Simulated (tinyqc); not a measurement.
# Worked calculation: p-n diode with diffusion and depletion-layer recombination

tinyqc, about 0.01 s, one thread, Intel Xeon 2.30GHz (shared host): `OMP_NUM_THREADS=1 python tinyqc.py 2260119 2260120 out.jsonl` Printed values are rounded.

Abrupt junction in the depletion approximation, low injection, full ionisation, neutral widths fixed, ohmic contact on the p side. Vj is the junction voltage; where a series resistance Rs is given, V = Vj + J Rs is the terminal voltage.

Values chosen for this exercise; band and dielectric values close to those of silicon:
- T = 300 K (temperature)
- Eg = 1.14 eV (band gap)
- eps_r = 11.9 (relative permittivity)
- Nc = 2.78e19 cm^-3 (conduction-band density of states at T)
- Nv = 2.65e19 cm^-3 (valence-band density of states at T)
- Na = 2e16 cm^-3 (acceptor density)
- Nd = 3e16 cm^-3 (donor density)
- mun = 850 cm^2/(V s) (electron mobility in the p side)
- mup = 370 cm^2/(V s) (hole mobility in the n side)
- tn = 2e-9 s (electron lifetime)
- tp = 6e-9 s (hole lifetime)
- wp = 33 um (neutral width of the p side)
- wn = 1 um (neutral width of the n side)
- Sp = 1e7 cm/s (recombination velocity at the n contact)
- Rs = 0.0011 ohm cm^2 (series resistance)
- Et = 0 eV (trap level above the intrinsic level)
- Vj = 0.47 V (junction voltage at which recombination is evaluated)
- V = 0.7 V (terminal voltage)

Constants: q = 1.602176634e-19 C, kB = 1.380649e-23 J/K, Vt = kB T/q, eps0 = 8.8541878128e-14 F/cm where lengths are in cm. Results are converted to the units shown.

## Diffusion lengths and saturation currents

ni = sqrt(Nc Nv) exp(-Eg/(2 Vt)), Eg in volts; D = mu Vt; Ln = sqrt(Dn tn), Lp = sqrt(Dp tp); J0n = q ni^2 Dn coth(wp/Ln)/(Ln Na); J0p = (q ni^2 Dp/(Lp Nd)) (s + tanh(wn/Lp))/(1 + s tanh(wn/Lp)), s = Sp Lp/Dp.

ni = 7.21218e9 cm^-3
Ln = 2.09639 um
Lp = 2.39565 um
J0n = 4.36773e-11 A/cm^2
J0p = 2.78598e-11 A/cm^2

wp/Ln = 16 and wn/Lp = 0.42; electrons carry 61.1 % of the diffusion current.

## Recombination in the depleted layer

ni = sqrt(Nc Nv) exp(-Eg/(2 Vt)), Eg in volts. Vbi = Vt ln(Na Nd/ni^2), W = sqrt(2 eps0 eps_r (Vbi - Vj)(1/Na + 1/Nd)/q), xp = W Nd/(Na + Nd), xn = W Na/(Na + Nd); u(x) = q Na (x + xp)^2/(2 eps0 eps_r) for x < 0 and Vbi - Vj - q Nd (xn - x)^2/(2 eps0 eps_r) for x > 0; p = Na exp(-u/Vt), n = Nd exp((u - Vbi + Vj)/Vt); U = ni^2 (exp(Vj/Vt) - 1)/(tp (n + ni exp(Et/Vt)) + tn (p + ni exp(-Et/Vt))); J_scr = q times the integral of U from -xp to xn. Trapezoid rule on 12 equal steps.

W = 183.597 nm

```
point,x (nm),u (V),n (cm^-3),p (cm^-3),U (cm^-3 s^-1)
0,-110.158,0.000000,2.04530e11,2e16,1.02261e20
1,-94.858,0.003559,2.34721e11,1.74275e16,1.17356e20
2,-79.559,0.014238,3.54764e11,1.15305e16,1.77365e20
3,-64.259,0.032035,7.06186e11,5.79251e15,3.52962e20
4,-48.959,0.056951,1.85136e12,2.20951e15,9.23346e20
5,-33.659,0.088986,6.39224e12,6.39930e14,3.10300e21
6,-18.360,0.128140,2.90675e13,1.40727e14,8.97222e21
7,-3.060,0.174412,1.74082e14,2.34980e13,3.74751e21
8,12.240,0.222109,1.10159e15,3.71335e12,6.18192e20
9,27.539,0.259483,4.67602e15,8.74801e11,1.45791e20
10,42.839,0.286179,1.31325e16,3.11487e11,5.19141e19
11,58.139,0.302196,2.44021e16,1.67633e11,2.79387e19
12,73.439,0.307535,3e16,1.36353e11,2.27255e19
```

J_scr = 0.00448587 A/cm^2

With 2000 steps J_scr = 0.004465 A/cm^2; the coarse value is 0.46 % above it. U is largest at x = -18.4 nm among these points; the peak lies where tp n = tn p. On the fine grid U peaks at 9.230e21 cm^-3 s^-1, and J_scr/(q U_max) is 16.4 % of W, the effective width of the recombining zone.

## Starting value

Vj = V/2.

Vj at the start = 0.35 V

## Iteration 1: new Vj

J0 = J0n + J0p = 7.15371e-11 A/cm^2

Diffusion current alone: J = J0 (exp(Vj/Vt) - 1), g = Vj + J Rs - V, g' = 1 + Rs J0 exp(Vj/Vt)/Vt, Vj(new) = Vj - g/g'.

J = 5.42340e-5 A/cm^2
g = -0.350000 V
g' = 1.00000
Vj after iteration 1 = 0.699999 V

## Iteration 2: new Vj

As before.

J = 41.1149 A/cm^2
g = 0.0452255 V
g' = 2.74943
Vj after iteration 2 = 0.683550 V

## Course of the iteration

Stop when the step is below 1e-10 V, or after 80 iterations.

Course of the iteration:
```
iteration,Vj before the step (V),step (V)
1,0.35,0.350
2,0.699999,-0.0164
3,0.683550,-3.89e-3
4,0.679663,-1.43e-4
5,0.679519,-1.76e-7
6,0.679519,-2.66e-13
```

Converged in 6 iterations.
